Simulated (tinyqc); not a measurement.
Newton steps for the Fermi level: carrier statistics of a doped semiconductor with parabolic bands.

Parameters, chosen for this exercise (near those of Si; the results hold for these values, not for the real material): ND = 1.4e+16 1/cm^3 (donors); NA = 4.7e+15 1/cm^3 (acceptors); E_start = 0.771 eV (first guess of EF); cap = 15 (iteration cap).

Eg = 1.132434 eV
kT = 0.0301607 eV
Nc = 3.31891e+19 1/cm^3
Nv = 1.55986e+19 1/cm^3

Boltzmann statistics and full ionisation: n = Nc exp((EF - Eg)/kT), p = Nv exp(-EF/kT). First run: Newton on f = p + ND - n - NA. Second run: Newton on ln(p + ND) - ln(n + NA). Stop when the step is below 1e-7 eV.

First run:

| step | EF (eV) | n (1/cm^3) | step taken (kT) |
|---|---|---|---|
| 1 | 0.77100 | 2.07e+14 | 43.865 |
| 2 | 2.09399 | 2.33e+33 | -1.000 |
| 3 | 2.06383 | 8.56e+32 | -1.000 |
| 4 | 2.03367 | 3.15e+32 | -1.000 |
| 5 | 2.00351 | 1.16e+32 | -1.000 |
| 6 | 1.97335 | 4.26e+31 | -1.000 |
| 7 | 1.94319 | 1.57e+31 | -1.000 |
| 8 | 1.91303 | 5.77e+30 | -1.000 |
| 9 | 1.88287 | 2.12e+30 | -1.000 |
| 10 | 1.85270 | 7.81e+29 | -1.000 |
| 11 | 1.82254 | 2.87e+29 | -1.000 |
| 12 | 1.79238 | 1.06e+29 | -1.000 |
| 13 | 1.76222 | 3.89e+28 | -1.000 |
| 14 | 1.73206 | 1.43e+28 | -1.000 |
| 15 | 1.70190 | 5.26e+27 | -1.000 |

Second run:

| step | EF (eV) | n (1/cm^3) | step taken (kT) |
|---|---|---|---|
| 1 | 0.77100 | 2.07e+14 | 24.818 |
| 2 | 1.51952 | 1.24e+25 | -20.605 |
| 3 | 0.89806 | 1.40e+16 | -0.387 |
| 4 | 0.88640 | 9.51e+15 | -0.022 |
| 5 | 0.88572 | 9.30e+15 | 0.000 |
| 6 | 0.88572 | 9.30e+15 | 0.000 |

Has the first run converged, and what does its course show?

No: the last step is still 1.00 kT. The first step jumps by 43.9 kT, far past the root, because the slope -(n + p)/kT is small at the start; after it n is far too large, the residual is a pure exponential, and Newton then retreats by one kT a step (14 such steps here). The rerun on the logarithm, which is close to linear in EF once n outweighs the compensating charge, converges in 6 steps to EF = 0.88572 eV.

(tinyqc, `OMP_NUM_THREADS=1 python tinyqc.py 1650697 1650698 out.jsonl`, Intel(R) Xeon(R) Processor @ 2.30GHz, 1 thread, shared host, about 0.01 s.)
